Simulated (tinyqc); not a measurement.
MOSFET in the linear regime without short-channel effects, parameter extraction from computed curves: extraction methods against the source plus drain resistance.

Inversion charge Q = Cox n Vt W0(exp((Vg - VT)/(n Vt))), W0 the Lambert function and n = nf; u = Q/Cox; mobility mu = mu0/(1 + th1 u + th2 u^2); channel resistance Rch = (L - dL)/(W mu Q); Id = Vd/(Rch + Rsd/W). Cox = eps0 eox/tox. Small Vd, no channel-length or drain effects.

From the continuous curve Id(Vg): tangent at peak gm (V_ext = Vg - Id/gm); constant current Id = 0.1 uA W/L; peak of d2Id/dVg2; Y = Id/sqrt(gm) drawn through Vg = VT + 0.6 and VT + 0.8 V, with intercept VT_Y and slope s. Mobilities gm,max L/(W Cox Vd) and s^2 L/(W Cox Vd) with the drawn L. Last column: share of Rsd/W in the total resistance at VT + 0.8 V.

Values chosen for this exercise; channel values of the order met in silicon transistors:
- T = 300 K (temperature)
- eox = 21.6 (relative permittivity of the gate insulator (close to hafnium oxide))
- tox = 4.2 nm (insulator thickness)
- mu0 = 300 cm^2/(V s) (low-field mobility)
- th1 = 0.26 1/V (first mobility attenuation factor)
- th2 = 0 1/V^2 (second mobility attenuation factor)
- VT = 0.68 V (threshold voltage)
- nf = 1.32 (body factor)
- W = 0.5 um (gate width)
- L = 0.36 um (drawn gate length)
- dL = 0.017 um (drawn less effective length)
- Vd = 0.01 V (drain voltage)

Constants: q = 1.602176634e-19 C, kB = 1.380649e-23 J/K, Vt = kB T/q, eps0 = 8.8541878128e-14 F/cm where lengths are in cm. Results are converted to the units shown.

Extraction methods against the source plus drain resistance:

| Rsd (ohm um) | V_ext (V) | constant current (V) | second derivative (V) | VT_Y (V) | mobility from gm (cm^2/(V s)) | mobility from Y (cm^2/(V s)) | series share (%) |
|---|---|---|---|---|---|---|---|
| 0 | 0.695 | 0.633 | 0.671 | 0.726 | 244 | 282 | 0 |
| 50 | 0.685 | 0.633 | 0.670 | 0.726 | 226 | 282 | 10.5 |
| 100 | 0.678 | 0.633 | 0.669 | 0.726 | 212 | 282 | 19.0 |
| 200 | 0.669 | 0.633 | 0.666 | 0.726 | 193 | 282 | 32.0 |
| 400 | 0.658 | 0.633 | 0.662 | 0.726 | 168 | 282 | 48.5 |
| 800 | 0.646 | 0.634 | 0.656 | 0.726 | 138 | 282 | 65.3 |
| 1500 | 0.633 | 0.635 | 0.648 | 0.726 | 109 | 282 | 77.9 |

What does the table show?

The model has VT = 0.68 V and mu0 = 300 cm^2/(V s). Over the table the extracted thresholds move by 62 mV (tangent), 1.8 mV (constant current), 23 mV (second derivative), under 0.5 mV (Y function). The mobility from gm falls from 244 to 109 and that from Y stays near 282 cm^2/(V s). Y cancels the series resistance, which multiplies Id and sqrt(gm) by the same factor.

tinyqc, about 0.01 s, one thread, Intel Xeon 2.30GHz (shared host): `OMP_NUM_THREADS=1 python tinyqc.py 2210033 2210034 out.jsonl`
